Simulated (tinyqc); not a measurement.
Worked calculation: extended Hueckel theory, for H6+. The parameters take no account of the charge, which enters only through the electron count. One step of it, computed by the program tinyqc.

Question. Orbitals. Solve H C = S C e through S^(-1/2); fill by pairs from the bottom, a degenerate level sharing its electrons equally; each orbital has its largest coefficient positive (the first on a tie).

H (eV), order 1H 1s, 2H 1s, 3H 1s, 4H 1s, 5H 1s, 6H 1s:
$$\begin{pmatrix}
-13.600000 & -10.718126 & -2.025615 & -0.390849 & -0.041426 & -0.005313 \\
-10.718126 & -13.600000 & -8.270907 & -2.025615 & -0.265058 & -0.041426 \\
-2.025615 & -8.270907 & -13.600000 & -10.718126 & -2.029081 & -0.391593 \\
-0.390849 & -2.025615 & -10.718126 & -13.600000 & -8.282009 & -2.029081 \\
-0.041426 & -0.265058 & -2.029081 & -8.282009 & -13.600000 & -10.718126 \\
-0.005313 & -0.041426 & -0.391593 & -2.029081 & -10.718126 & -13.600000
\end{pmatrix}$$

overlap S, order 1H 1s, 2H 1s, 3H 1s, 4H 1s, 5H 1s, 6H 1s:
$$\begin{pmatrix}
1.000000 & 0.525398 & 0.099295 & 0.019159 & 0.002031 & 0.000260 \\
0.525398 & 1.000000 & 0.405437 & 0.099295 & 0.012993 & 0.002031 \\
0.099295 & 0.405437 & 1.000000 & 0.525398 & 0.099465 & 0.019196 \\
0.019159 & 0.099295 & 0.525398 & 1.000000 & 0.405981 & 0.099465 \\
0.002031 & 0.012993 & 0.099465 & 0.405981 & 1.000000 & 0.525398 \\
0.000260 & 0.002031 & 0.019196 & 0.099465 & 0.525398 & 1.000000
\end{pmatrix}$$

valence electrons = 5

Give: orbital energies; occupations; coefficients; sum of one-electron energies.

Answer.

orbital energies (eV): [-16.9948, -16.1098, -14.4332, -9.0268, -3.4876, 4.0221]

occupations: [2.0000, 2.0000, 1.0000, 0.0000, 0.0000, 0.0000]

coefficients, order 1H 1s, 2H 1s, 3H 1s, 4H 1s, 5H 1s, 6H 1s:
$$\begin{pmatrix}
0.1954 & 0.3737 & 0.4590 & -0.6131 & -0.6757 & -0.4402 \\
0.2887 & 0.3970 & 0.2168 & 0.3852 & 0.8346 & 0.7612 \\
0.3586 & 0.1365 & -0.4254 & 0.5584 & -0.3044 & -1.0096 \\
0.3588 & -0.1363 & -0.4250 & -0.5582 & -0.3030 & 1.0107 \\
0.2892 & -0.3964 & 0.2170 & -0.3854 & 0.8333 & -0.7633 \\
0.1957 & -0.3732 & 0.4595 & 0.6134 & -0.6746 & 0.4414
\end{pmatrix}$$

sum of one-electron energies = -80.6424 eV
